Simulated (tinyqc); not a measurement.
AlGaN/GaN HEMT with access regions, lumped model: one step of the calculation.

A polarisation-induced electron sheet under a Schottky gate, in series with two ungated access regions and contacts. Drift law v = mu E/(1 + mu E/vs) under the gate. Currents in mA/mm, resistances in ohm mm. No self-heating, no channel-length modulation; fits for polarisation, barrier and offset are chosen for the exercise.

Task. On-resistance and breakdown. sigma = (5e13 x + 1.6e13 x^2) cm^-2, phiB = 0.84 + 1.3 x, dEc = 0.7 (1.71 x + x^2) in volts, Cb = eps0 eps_r/d, VT = phiB - dEc - q sigma/Cb, access density n0 = -Cb VT/q. Ron = 2 Rc + Ls/(q mu n0) + Ld/(q mu (1 - ft) n0) + Lg/(mu Cb (Vg - VT)). Off state: a depleted stretch that holds the voltage V has the peak field sqrt(k V), k = 2 q n0/(eps0 eps_r te), so one edge holds V1 = Ec^2/k. The sheet under the plate pinches off at Vf = q n0 (1/Cb + tf/(eps0 ei)); beyond it the gate edge is screened. BV = V1 if Vf >= V1, else Vf + V1, and at most Ec Ld. Specific resistance Ron (Ls + Lg + Ld); figure of merit BV^2 over it.

Values chosen for this exercise; values close to those of AlGaN/GaN structures: aluminium share of the barrier x = 0.23; barrier thickness d = 15 nm; relative permittivity of barrier and channel eps_r = 9.1; channel mobility mu = 1200 cm^2/(V s); saturation velocity vs = 1.3e7 cm/s; gate length Lg = 0.15 um; source access length Ls = 1.5 um; drain access length Ld = 12 um; resistance of each contact Rc = 0.45 ohm mm; share of the drain-access electrons removed by traps ft = 0; gate voltage Vg = 0 V; critical field Ec = 2.9 MV/cm; depth over which the depleted charge spreads te = 0.31 um; insulator under the field plate tf = 200 nm; relative permittivity of that insulator ei = 7.5.

Constants: q = 1.602176634e-19 C, eps0 = 8.8541878128e-14 F/cm where lengths are in cm. Results are converted to the units shown.

Find: Ron; Vf; V1; BV; specific resistance; figure of merit.

Result.

Ron = 8.3149 ohm mm
Vf = 49.058 V
V1 = 68.466 V
BV = 117.52 V
specific resistance = 1.1350 mohm cm^2
figure of merit = 12.169 MW/cm^2

The plate raises BV by a factor of 1.72.

tinyqc, about 0.01 s, one thread, Intel Xeon 2.30GHz (shared host): `OMP_NUM_THREADS=1 python tinyqc.py 2570091 2570092 out.jsonl`
